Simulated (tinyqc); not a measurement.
Worked calculation: CIS and TDHF on RHF in the sto-3g basis, frozen core, for BeH2, spin multiplicity 1. One step of it, computed by the program tinyqc.

Question. CIS matrix, singlets. A(ia,jb) = (e_a - e_i) d_ij d_ab + 2 (ia|jb) - (ij|ab).

orbital energies (hartree): MO1 -4.525547, MO2 -0.438938, MO3 -0.398391, MO4 0.213537, MO5 0.213537, MO6 0.409530, MO7 0.818000

Two-electron integrals over orbitals (pq|rs), unique and non-zero (hartree); the lowest 1 orbital is frozen and left out:
```
(22|22) 0.397134    (32|22) 0.041284    (32|32) 0.152447    (33|22) 0.389698
(33|32) -0.034044   (33|33) 0.430680    (42|42) 0.047853    (43|42) -0.003939
(43|43) 0.014018    (44|22) 0.361597    (44|32) 0.000054    (44|33) 0.345984
(44|44) 0.449859    (52|52) 0.047853    (53|52) -0.003939   (53|53) 0.014018
(54|54) 0.024249    (55|22) 0.361597    (55|32) 0.000054    (55|33) 0.345984
(55|44) 0.401360    (55|55) 0.449859    (62|22) -0.022222   (62|32) -0.012394
(62|33) -0.040795   (62|44) 0.059059    (62|55) 0.059059    (62|62) 0.079021
(63|22) -0.021130   (63|32) -0.089302   (63|33) 0.027390    (63|44) -0.011312
(63|55) -0.011312   (63|62) -0.004667   (63|63) 0.086093    (64|42) 0.046594
(64|43) -0.006175   (64|64) 0.050206    (65|52) 0.046594    (65|53) -0.006175
(65|65) 0.050206    (66|22) 0.384735    (66|32) -0.007212   (66|33) 0.399804
(66|44) 0.360335    (66|55) 0.360335    (66|62) -0.029962   (66|63) 0.010103
(66|66) 0.403343    (72|22) -0.012194   (72|32) -0.040871   (72|33) 0.005206
(72|44) 0.008845    (72|55) 0.008845    (72|62) 0.017145    (72|63) 0.059462
(72|66) -0.001239   (72|72) 0.058346    (73|22) -0.001969   (73|32) -0.000748
(73|33) -0.018412   (73|44) 0.064267    (73|55) 0.064267    (73|62) 0.073465
(73|63) -0.017010   (73|66) -0.022672   (73|72) 0.007523    (73|73) 0.083254
(74|42) 0.003591    (74|43) 0.013195    (74|64) 0.001387    (74|74) 0.016835
(75|52) 0.003591    (75|53) 0.013195    (75|65) 0.001387    (75|75) 0.016835
(76|22) 0.034466    (76|32) 0.136824    (76|33) -0.034535   (76|44) 0.000467
(76|55) 0.000467    (76|62) -0.009784   (76|63) -0.092334   (76|66) -0.009460
(76|72) -0.051546   (76|73) 0.001472    (76|76) 0.138067    (77|22) 0.417324
(77|32) 0.012820    (77|33) 0.429039    (77|44) 0.384627    (77|55) 0.384627
(77|62) -0.028063   (77|63) -0.004807   (77|66) 0.422828    (77|72) -0.007101
(77|73) -0.002806   (77|76) 0.008892    (77|77) 0.472420
```

Give: CIS matrix A, singlet.

Answer.

CIS matrix A, singlet (hartree):
```
        2>4     2>5     2>6     2>7     3>4     3>5     3>6    3>7
2>4   0.387   0.000   0.000   0.000  -0.008   0.000   0.000  0.000
2>5   0.000   0.387   0.000   0.000   0.000  -0.008   0.000  0.000
2>6   0.000   0.000   0.622   0.000   0.000   0.000  -0.002  0.010
2>7   0.000   0.000   0.000   0.956   0.000   0.000  -0.018  0.002
3>4  -0.008   0.000   0.000   0.000   0.294   0.000   0.000  0.000
3>5   0.000  -0.008   0.000   0.000   0.000   0.294   0.000  0.000
3>6   0.000   0.000  -0.002  -0.018   0.000   0.000   0.580  0.001
3>7   0.000   0.000   0.010   0.002   0.000   0.000   0.001  0.954
```
